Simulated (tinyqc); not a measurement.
Oxide trap near a transistor channel: two-state multiphonon kinetics, telegraph noise and bias instability: one step, computed by the program tinyqc. Command: `OMP_NUM_THREADS=1 python tinyqc.py 3016701 3016702 out.jsonl oxidetrap walk`. One thread of a shared host (Intel(R) Xeon(R) Processor @ 2.30GHz), about 0.01 s of CPU time with the checks.

An n-channel device under positive gate bias. The trap is empty (state 1) or holds an electron (state 2); both states are parabolas of equal curvature, and the electron reservoir is taken at the Fermi level of the channel.

Question. Step height and noise. Charge-sheet step dV = e (t_ox - x)/(eps_ox eps_0 W L); Lorentzian spectrum S(f) = 4 dV^2 tau_0^2/((tau_c + tau_e)(1 + (2 pi f tau_0)^2)); corner 1/(2 pi tau_0); variance dV^2 f_2 (1 - f_2) = dV^2 tau_0/(tau_c + tau_e).

Inputs (values chosen for the exercise, with an insulator like Si3N4 on silicon): insulator constant eps_ox = 7.33; insulator thickness t_ox = 4.1 nm; trap depth x from the interface = 1.1 nm; tunnel barrier phi_b = 2.03 eV; oxide field F = 6.4 MV/cm; temperature T = 450 K; channel width W = 17 nm; channel length L = 160 nm; frequency f = 50000 Hz.

Parts treated: one trap and an ensemble.

tau_0 = 0.01843013 s

capture time tau_c = 0.02116392 s

emission time tau_e = 0.1426788 s

Constants: e = 1.602176634e-19 C; eps_0 = 8.8541878128e-12 F/m.

Give: threshold step dV; corner frequency; S(f); root-mean-square noise.

Answer.

threshold step dV = 2.723 mV

corner frequency = 8.636 Hz

S(f) = 1.834e-15 V^2/Hz

root-mean-square noise = 0.9132 mV

f lies above the corner, on the 1/f^2 tail. Random dopants and current percolation, left out here, spread real steps around this value. Caution: a field 1.5 times as high comes near the usual breakdown field of such an insulator. Caution: the field lowers the tunnel barrier appreciably over the trap depth, so the rectangular barrier understates the rate.
